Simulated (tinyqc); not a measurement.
# Changing the wavelength

Model: surface photovoltage measurement of the minority-carrier diffusion length in a wafer. Computed by tinyqc, a small Python program. Command: `OMP_NUM_THREADS=1 python tinyqc.py 3130425 3130426 out.jsonl spv sweep`. One thread of a shared host (Intel(R) Xeon(R) Processor @ 2.30GHz), about 0.01 s of CPU time with the checks.

Low injection, steady light, a depletion layer much thinner than 1/alpha and L. The excess density dn is taken at the front edge of the neutral region; light that reaches the back is lost.

Inputs (values chosen for the exercise, modelled on p-type silicon at room temperature):

| quantity | value | unit |
|---|---|---|
| diffusion length L | 300 | micrometre |
| wafer thickness W | 725 | micrometre |
| diffusivity D | 24.5 | cm^2/s |
| front recombination velocity S_f | 440 | cm/s |
| back recombination velocity S_b | 3400 | cm/s |
| photon flux entering | 1.1e+11 | 1/(cm^2 s) |
| minority density at the surface barrier scale n_0 | 1.3e+08 | 1/cm^3 |
| temperature T | 298 | K |

Constants: k_B = 8.617333262e-05 eV/K.

Method:
- alpha = (84.732/lambda - 76.417)^2 per cm with lambda in micrometre (an empirical fit for silicon between 0.7 and 1.05 micrometre).
- Thick wafer: dn = Phi L/((S_f + D/L)(L + 1/alpha)). Finite wafer, with s = S_b L/D, w = W/L, a = alpha L: dn = [Phi a/(a^2 - 1)] [a - B - exp(-alpha W)(a - s)/(cosh w + s sinh w)]/(S_f + B D/L), B = (sinh w + s cosh w)/(cosh w + s sinh w).
- Photovoltage V = (k_B T/e) ln(1 + dn/n_0). Lifetime = L^2/D.

One run for each value:

| wavelength (nm) | dn, finite wafer (1/cm^3) | penetration depth 1/alpha (micrometre) | dn, thick wafer (1/cm^3) |
|---|---|---|---|
| 780 | 8.4245e+07 | 9.64 | 8.4809e+07 |
| 811 | 8.3411e+07 | 12.70 | 8.3978e+07 |
| 842 | 8.2252e+07 | 17.05 | 8.2825e+07 |
| 874 | 8.0537e+07 | 23.73 | 8.1118e+07 |
| 905 | 7.8083e+07 | 33.76 | 7.8678e+07 |
| 936 | 7.4356e+07 | 50.24 | 7.4978e+07 |
| 968 | 6.8253e+07 | 80.93 | 6.8937e+07 |
| 999 | 5.8576e+07 | 141.73 | 5.9448e+07 |
| 1030 | 4.2901e+07 | 292.50 | 4.4321e+07 |

Over the rows, dn, finite wafer (1/cm^3) falls from 8.42e7 to 4.29e7 (exponent d ln y / d ln x -0.26 between the first rows and -10 between the last); penetration depth 1/alpha (micrometre) rises from 9.64 to 292 (exponent d ln y / d ln x 7.1 between the first rows and 24 between the last); dn, thick wafer (1/cm^3) falls from 8.48e7 to 4.43e7 (exponent d ln y / d ln x -0.25 between the first rows and -9.6 between the last).

Extremes, crossings and ranges named in words are read from the listed rows.
